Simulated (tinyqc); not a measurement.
Worked calculation: phonon-assisted absorption at an indirect gap. Values are carried at full precision from step to step, so a last printed digit may differ when a step is redone from the rounded ones.

alpha(E) = sum_j A_j [N_j (E - Eg + w_j)^2 + (N_j + 1)(E - Eg - w_j)^2], each bracket counted only where its base is positive; N_j = 1/(exp(w_j/kB T) - 1). The first term absorbs a phonon and the second emits one; excitons and direct transitions are left out.

Constants: kB = 8.617333262e-05 eV/K.

Inputs chosen for the exercise (loosely those of Si at room temperature; Eg is not tied to T; shifted at random, so the results belong to these values and not to a real crystal):

| symbol | value | unit | meaning |
|---|---|---|---|
| Eg | 1.1 | eV | indirect gap, held fixed unless listed |
| w | (56.9, 18) | meV | two zone-edge phonons |
| A | (3200, 730) | 1/(cm eV^2) | their strengths |
| T | 500 | K |  |
| E | 1.505 | eV | photon energy |
| nr | 3.65 |  | refractive index |
| d | 42 | micrometre | thickness |
| xj | 0.099 | micrometre | dead layer at the surface |
| W | 19 | micrometre | depleted width |
| L | 150 | micrometre | minority diffusion length below it |

## The four branches at one energy

Evaluate the occupations and each term.

N_j: 0.3642  1.928

terms with phonon absorption (1/cm): 248.7  251.9

terms with phonon emission (1/cm): 529.0  320.2

alpha = 1350 1/cm
wavelength hc/E (hc = 1239.841984 eV nm) = 823.8 nm

Phonon absorption supplies 37.1 % of alpha; the depth 1/alpha is 7.41 micrometre.

## What a slab does with it

Slab of thickness d in air, incoherent passes: R = ((nr - 1)/(nr + 1))^2, x = exp(-alpha d); transmitted Tr = (1 - R)^2 x/(1 - R^2 x^2), reflected Rt = R + (1 - R)^2 R x^2/(1 - R^2 x^2), absorbed Ab = (1 - R)(1 - x)/(1 - R x).

d in cm is 1e-4 times the value in micrometres.

R = 0.3248
x = 0.0035
Tr = 0.0016
Rt = 0.3248
Ab = 0.6736

A single pass would absorb (1 - R)(1 - x) = 0.6729; the back face adds 0.0008.

## Quantum efficiency of a diode

Photodiode (Gaertner form with a dead layer): QE = (1 - R) exp(-alpha xj) [1 - exp(-alpha W)/(1 + alpha L)], R = ((nr - 1)/(nr + 1))^2; responsivity = QE/E in A/W for E in eV.

Evaluate the factors; 1 micrometre = 1e-4 cm.

passes the dead layer = 0.9867
collected share = 0.9964
QE = 0.6638
responsivity = 0.4411 A/W

Without diffusion from below the collected share would be 0.9230.

## Checks

- Tr + Rt + Ab against 1: both 1.000000.

tinyqc: `OMP_NUM_THREADS=1 python tinyqc.py 1650452 1650453 out.jsonl`; about 0.01 s, one thread, shared Intel(R) Xeon(R) Processor @ 2.30GHz.
